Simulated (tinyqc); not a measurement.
Defects against doping: deep level with several charge states.

Energies from Ev. The defect has charge states +1, 0, -1 with weights 1, gm exp((EF - E1)/kT), exp((2 EF - E1 - E2)/kT); the shares are the weights over their sum. Boltzmann carriers: n = Nc exp((EF - Eg)/kT), p = Nv exp(-EF/kT). Neutrality: p - n + Nd + Nt <q> = 0.

Constants: kB = 8.617333262e-05 eV/K.

Parameters, chosen for this exercise (gap and densities of states near those of GaN at this temperature; not measured data): Eg = 3.448 eV (gap); Nc = 2.24e+18 1/cm^3 (conduction-band density of states); Nv = 4.57e+19 1/cm^3 (valence-band density of states); T = 300 K; E1 = 2.363 eV (level (+1/0) above Ev); E2 = 2.3 eV (level (0/-1) above Ev); gm = 2 (degeneracy of the middle state, the others 1); Nd = -2.9e+16 1/cm^3 (ionised shallow donors minus acceptors).

Nt takes the listed multiples of |Nd|; the resistivity uses mobilities of 1000 (electrons) and 300 (holes) cm^2/(V s), chosen for the exercise, and e = 1.602176634e-19 C.

Neutral state:
```
Nt/|Nd|  EF (eV)  n (1/cm^3)  p (1/cm^3)  rho (ohm cm)
0.01      0.1906    4.25e-37    2.87e+16         0.725
0.10      0.1931    4.67e-37    2.61e+16         0.797
0.30      0.1996    6.01e-37    2.03e+16          1.02
0.60      0.2140    1.05e-36    1.16e+16          1.79
0.90      0.2499    4.21e-36    2.90e+15          7.17
1.10      2.2764      0.0467    2.61e-19      1.34e+17
1.50      2.3039       0.135    9.03e-20      4.62e+16
3.00      2.3198       0.250    4.88e-20      2.50e+16
10.00     2.3281       0.345    3.54e-20      1.81e+16
```

What can be read from this table?

EF goes from 0.191 to 2.328 eV and the resistivity from 0.725 to 1.81e+16 ohm cm, with a largest value of 1.34e+17 (values above about 1e13 are formal: hopping and surfaces conduct more). The largest move of EF, +2.027 eV, comes between Nt/|Nd| = 0.9 and 1.1; the levels lie at 2.363 and 2.3 eV. A defect can take up to one carrier of either sign, so the doping can be cancelled no earlier than Nt = |Nd|, there only if EF lies well beyond the level that takes the carriers and otherwise at larger Nt (mean charge +0.10 in the last row). The type changes along the table.

Computed by tinyqc, a small Python program: `OMP_NUM_THREADS=1 python tinyqc.py 1680825 1680826 out.jsonl` (the numbers bound the seed that draws the inputs); one thread of a shared host (Intel(R) Xeon(R) Processor @ 2.30GHz), about 0.01 s for the whole set of steps.
